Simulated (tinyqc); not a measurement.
From results back to parameters: exchange-split free-electron bands and tunnelling magnetoresistance. Three cases, with inputs chosen for the exercise.

Problem. The electron density n_up + n_dn and the polarisation of the density of states, P = (k_up - k_dn)/(k_up + k_dn), are given; EF and Dx are hidden.

Majority and minority bands E = c k^2/m -/+ Dx/2, c = hbar^2/2m0, so k_up = sqrt(m (EF + Dx/2)/c), k_dn = sqrt(m (EF - Dx/2)/c); n_s = k_s^3/(6 pi^2), D_s = m k_s/(4 pi^2 c).

Constants: hbar^2/2m0 = 3.80998211 eV angstrom^2.

Case 1.

Values chosen: m = 0.85 m0 (mass in the electrodes).
n = 0.0160595 1/angstrom^3
P = 0.154340

Case 2.

Values chosen: m = 1.14 m0 (mass in the electrodes).
n = 0.0698256 1/angstrom^3
P = 0.149703

Case 3.

Values chosen: m = 0.84 m0 (mass in the electrodes).
n = 0.0234688 1/angstrom^3
P = 0.105567

Find: k_up, k_dn; EF; Dx.

Solution. k_dn/k_up = (1 - P)/(1 + P); n then fixes k_up; EF is the mean and Dx the difference of the two kinetic energies.

Case 1.

k_up, k_dn (1/angstrom): 0.8805  0.6450

EF = 2.67 eV
Dx = 1.61 eV

Case 2.

k_up, k_dn (1/angstrom): 1.4332  1.0600

EF = 5.31 eV
Dx = 3.11 eV

Case 3.

k_up, k_dn (1/angstrom): 0.9686  0.7836

EF = 3.52 eV
Dx = 1.47 eV

Computed by tinyqc, one run a case: `OMP_NUM_THREADS=1 python tinyqc.py N N+1 out.jsonl` with N = 1681392, 1681406, 1681414; one thread of a shared Intel(R) Xeon(R) Processor @ 2.30GHz, about 0.01 s a run at most.
